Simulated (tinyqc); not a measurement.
What moves the results: polytypes by hexagonality, and a cubic inclusion as a quantum well. A value that a table varies takes the place of the one given here.

Gap: E3 + (Es - E3) h/hs for h up to hs, then linear from Es to E2 at h = 1. Valence top Ev2 h and polarisation P2 h, both counted from 3C; Ec = Ev + gap.

A cubic inclusion of width L = N d in the host (h = 0.3333) is a well of depth V = Ec(host) - Ec(3C). Square well with mass mismatch: k tan(k L/2) = (m_w/m_b) q, k = sqrt(m_w E/c), q = sqrt(m_b (V - E)/c), c = hbar^2/2m0, lowest root. The depth of the level, V - E, is its binding, and the transition to the valence top of the host is gap(host) - (V - E). The step in polarisation gives a field |F| = |P|/(eps eps0) in a thin inclusion, eps0 = 8.8541878e-12 F/m.

Constants: hbar^2/2m0 = 3.80998211 eV angstrom^2.

Inputs chosen for the exercise (of the order of those of SiC; the results hold for these values, not for the real material):

| symbol | value | unit | meaning |
|---|---|---|---|
| E3 | 2.375 | eV | gap of the cubic polytype |
| E2 | 3.355 | eV | gap of 2H |
| Ev2 | 0.154 | eV | valence top of 2H above that of 3C |
| P2 | -0.0381 | C/m^2 | spontaneous polarisation of 2H |
| Es | 3.257 | eV | gap at the hexagonality hs |
| hs | 0.5 |  | hexagonality up to which the first line holds |
| m | (0.296, 0.312) | m0 | electron mass along c in the cubic layer and in the host |
| d | 2.515 | angstrom | thickness of a double layer |
| eps | 10.1 |  | dielectric constant |
| N | 2 |  | double layers in the cubic inclusion |

## Width of the inclusion

Without the field: square well. With it, the potential inside is |F| (z - L/2), the host conduction edge lies at V - |F| L/2 on one side and V + |F| L/2 on the other, and the lowest level E_F is found by finite differences (step 0.25 angstrom, wide box, good to about 1 meV). Holes sit in the host on the high side, so the transition is gap(host) - V + E_F - |F| L/2. A dash: bound by less than 2 meV or not at all.

Results:

| N | L (angstrom) | depth (eV) | transition (eV) | depth below the low side, with field (eV) | transition with field (eV) |
|---|---|---|---|---|---|
| 1 | 2.52 | 0.048 | 2.915 | 0.031 | 2.896 |
| 2 | 5.03 | 0.148 | 2.815 | 0.115 | 2.777 |
| 3 | 7.54 | 0.247 | 2.716 | 0.197 | 2.659 |
| 4 | 10.06 | 0.327 | 2.636 | 0.260 | 2.560 |
| 6 | 15.09 | 0.433 | 2.530 | 0.334 | 2.414 |
| 8 | 20.12 | 0.495 | 2.468 | 0.367 | 2.310 |
| 12 | 30.18 | 0.558 | 2.405 | 0.386 | 2.149 |

The square well binds a level even at N = 1 (48 meV), as any symmetric one-dimensional well does; the depth grows to 558 of 639 meV, and the transition tends to E3 - Ev(host) = 2.324 eV. With the field the level is bound by 2 meV or more for N = 1, 2, 3, 4, 6, 8 and 12, and the transition is lowered by 20 meV at N = 1 and 256 meV at N = 12, where |F| L/2 = 214 meV. Free carriers or surface charge screen the field and the step between the two sides, and the attraction to the hole, left out here, binds the electron further.

## The same inclusion in several hosts

h from the stacking: 8H 1/4, 6H 1/3, 15R 2/5, 4H 1/2, 9R 2/3, 2H 1. V = Ec(host) - Ec(3C); square-well level from k tan(k L/2) = (m_w/m_b) q, k = sqrt(m_w E/c), q = sqrt(m_b (V - E)/c), L = N d; |F| = |P|/(eps eps0), eps0 = 8.8541878e-12 F/m.

Results:

| host | h | gap (eV) | V (eV) | depth (eV) | \|F\| (MV/cm) |
|---|---|---|---|---|---|
| 8H | 0.250 | 2.816 | 0.479 | 0.090 | 1.07 |
| 6H | 0.333 | 2.963 | 0.639 | 0.148 | 1.42 |
| 15R | 0.400 | 3.081 | 0.767 | 0.202 | 1.70 |
| 4H | 0.500 | 3.257 | 0.959 | 0.292 | 2.13 |
| 9R | 0.667 | 3.290 | 1.017 | 0.321 | 2.84 |
| 2H | 1.000 | 3.355 | 1.134 | 0.383 | 4.26 |

From 8H to 4H the well deepens by a factor of 2.00 and the bound level by 3.25, between the limits of a wide well (as V) and a thin one (as V^2); in 4H the level keeps 30 % of V; from 4H to 2H the gap gains only 98 meV while the field doubles. The depths leave the field out, although its drop |F| L reaches 214 meV in 2H.

## What each parameter does

Well depth, depth of the level, transition without the field and field. Each row changes one parameter from the base and keeps the others.

Results:

| case | V (eV) | depth (eV) | transition (eV) | \|F\| (MV/cm) |
|---|---|---|---|---|
| base | 0.6393 | 0.1482 | 2.8148 | 1.420 |
| N = 3 | 0.6393 | 0.2473 | 2.7157 | 1.420 |
| Ev2 = 0.184 eV | 0.6493 | 0.1522 | 2.8108 | 1.420 |
| E3 = 2.355 eV | 0.6527 | 0.1535 | 2.8028 | 1.420 |
| E2 = 3.385 eV | 0.6393 | 0.1482 | 2.8148 | 1.420 |
| P2 = -0.0495 C/m^2 | 0.6393 | 0.1482 | 2.8148 | 1.845 |
| eps = 11.1 | 0.6393 | 0.1482 | 2.8148 | 1.292 |
| m = (0.355, 0.312) m0 | 0.6393 | 0.1515 | 2.8115 | 1.420 |

The largest shifts from the base row, up to three for each result and ties (the steps differ in size, so this ranks the rows, not the parameters). V (eV): E3 +0.0133, Ev2 +0.0100; unchanged at the printed digits by N, E2, P2, eps and m. depth (eV): N +0.0991, E3 +0.0053, Ev2 +0.0040; unchanged at the printed digits by E2, P2 and eps. transition (eV): N -0.0991, E3 -0.0120, Ev2 -0.0040; unchanged at the printed digits by E2, P2 and eps. |F| (MV/cm): P2 +0.425, eps -0.128; unchanged at the printed digits by N, Ev2, E3, E2 and m.

Run: tinyqc, `OMP_NUM_THREADS=1 python tinyqc.py 1850006 1850007 out.jsonl`; Intel(R) Xeon(R) Processor @ 2.30GHz, one thread, shared host; about 0.04 s of CPU time with all checks.
